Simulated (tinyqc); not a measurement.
# One-dimensional ballistic tunnel FET, two-band WKB: output curve

A p-type source for x < 0 with its Fermi level at 0 and its valence edge at ds; in the channel the bands fall as D exp(-x/lam) towards their flat values, with the conduction edge at Ec = ds - dP and D = dP + Eg. The gate moves dP one to one. The drain Fermi level lies at -Vd and the drain side reflects nothing. For w = E - Ec between 0 and dP an electron crosses the gap. Two-band dispersion with equal masses m: inside the gap kappa = sqrt(m u (1 - u/Eg)/C), u the distance from a band edge, C = hbar^2/(2 m0).

S(w) = 2 lam int_0^Eg kappa(u) du/(w + Eg - u) = 2 pi lam sqrt(m/(C Eg)) [w + Eg/2 - sqrt(w (w + Eg))], T(w) = exp(-S). I = g (2 q^2/h) int_0^dP T(w) [f(E) - f(E + Vd)] dw, E = ds - dP + w, f(x) = 1/(1 + exp(x/Vt)). Swing = d(dP)/d(log10 I).

Inputs (values chosen for the exercise); band and dielectric values close to those of germanium:
- T = 300 K (temperature)
- Eg = 0.67 eV (band gap)
- m = 0.05 m0 (band-edge mass of the two-band model)
- lam = 1.8 nm (screening length of the source junction)
- ds = 0.13 eV (source valence edge above the source Fermi level)
- g = 2 (number of degenerate subbands (spin apart))
- dP = 0.48 eV (tunnelling window Ev(source) - Ec(channel))

Constants: q = 1.602176634e-19 C, kB = 1.380649e-23 J/K, hbar = 1.054571817e-34 J s, h = 6.62607015e-34 J s, m0 = 9.1093837015e-31 kg, Vt = kB T/q, hbar^2/(2 m0) = 0.0380998212 eV nm^2. Results are converted to the units shown.

Results:

| Vd (V) | I (uA) |
|---|---|
| 0.02 | 0.7504 |
| 0.09 | 3.093 |
| 0.24 | 6.419 |
| 0.31 | 7.121 |
| 0.38 | 7.350 |
| 0.45 | 7.379 |
| 0.53 | 7.381 |
| 0.6 | 7.381 |

Estimate the missing row, Vd = 0.16 V.

Computed row:

| Vd (V) | I (uA) |
|---|---|
| 0.16 | 4.947 |

With this row back in the table: I rises from 0.750 to 7.38 uA; it reaches 95 % of the last value at Vd = 0.31 V among the rows. The drain Fermi level passes the channel conduction edge at Vd = dP - ds = 0.350 V, after which the back flow dies out. The window dP is held fixed. In every row S at w = dP is below 2, where a WKB prefactor of 1 is a rough guess.

Range of the model: The two-band model describes a direct gap; phonon-assisted tunnelling across an indirect gap is left out.

Program tinyqc, `OMP_NUM_THREADS=1 python tinyqc.py 2620145 2620146 out.jsonl`; Intel Xeon 2.30GHz, shared host, one thread, about 0.01 s.
